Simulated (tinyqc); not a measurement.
From one set of inputs to another, one input at a time: straight dislocations in isotropic elasticity: fields, energies, partials, Peierls stress and walls. Computed by tinyqc, a small Python program. Command: `OMP_NUM_THREADS=1 python tinyqc.py 3007515 3007516 out.jsonl disloc ladder`. One thread of a shared host (Intel(R) Xeon(R) Processor @ 2.30GHz), about 0.01 s of CPU time with the checks.

The line runs along z, the glide plane is y = 0, and beta is the angle between b and the line (0 screw, 90 degrees edge): b_e = b sin(beta) along +x with the extra half plane at y > 0, b_s = b cos(beta). Stress is positive in tension.

The inputs printed are set A. Inputs not listed in the table keep their values of set A, so the rows need not describe a real material.

Inputs (values chosen for the exercise, modelled on GaAs):
```
quantity                       value      unit
shear modulus G                 49.4       GPa
Poisson ratio nu               0.239         -
Burgers vector b                   4  angstrom
stacking-fault energy gamma     47.5    mJ/m^2
dislocation density rho      2.8e+13     1/m^2
core radius r0/b                   2         -
source length l                  150        nm
```

Character: 60-degree.

Method. Shockley partials have b_p = b/sqrt(3) at the angles beta -/+ 30 degrees; their repulsion balances the fault at d = G b_p^2/(8 pi gamma) (2 - nu)/(1 - nu) [1 - 2 nu cos(2 beta)/(2 - nu)]. Frank-Read source, averaged over the loop: tau = G b/(2 pi l) [(1 - nu/2)/(1 - nu)] ln(l/r0). Taylor hardening: tau = 0.3 G b sqrt(rho).

Each row keeps all changes above it:
```
input moved                              from       to  splitting width d (nm)  Frank-Read stress (MPa)  Taylor stress (MPa)
set A                                       -        -                   5.800                    127.0                31.37
stacking-fault energy gamma (mJ/m^2)     47.5     68.6                   4.016                    127.0                31.37
core radius r0/b                            2      0.5                   4.016                    160.6                31.37
source length l (nm)                      150      220                   4.016                    115.8                31.37
dislocation density rho (1/m^2)       2.8e+13  1.8e+10                   4.016                    115.8                 0.80
Burgers vector b (angstrom)                 4    3.875                   3.769                    112.7                 0.77
shear modulus G (GPa)                    49.4     83.6                   6.378                    190.8                 1.30
Poisson ratio nu                        0.239    0.211                   6.152                    186.9                 1.30
```

Where does the difference come from?

Splitting width d goes from 5.80 to 6.15, a factor 1.06 in all. The largest single move comes from shear modulus G (a factor 1.69), and stacking-fault energy gamma works against it (a factor 0.692). Frank-Read stress goes from 127 to 187, a factor 1.47 in all. The largest single move comes from shear modulus G (a factor 1.69), and source length l works against it (a factor 0.721). Taylor stress goes from 31.4 to 1.30, a factor 0.0416 in all. The largest single move comes from dislocation density rho (a factor 0.0254), and shear modulus G works against it (a factor 1.69). The single moves hold for this order of the switches; the total does not depend on the order.

Caution (all rows): in covalent crystals the flow stress is largely set by thermally activated glide over the Peierls barrier, which the source and Taylor stresses leave out. Caution (rows source length l): the source is longer than the mean dislocation spacing 1/sqrt(rho), so the forest would pin it into shorter segments and its stress is only formal.

Extremes, crossings and ranges named in words are read from the listed rows.
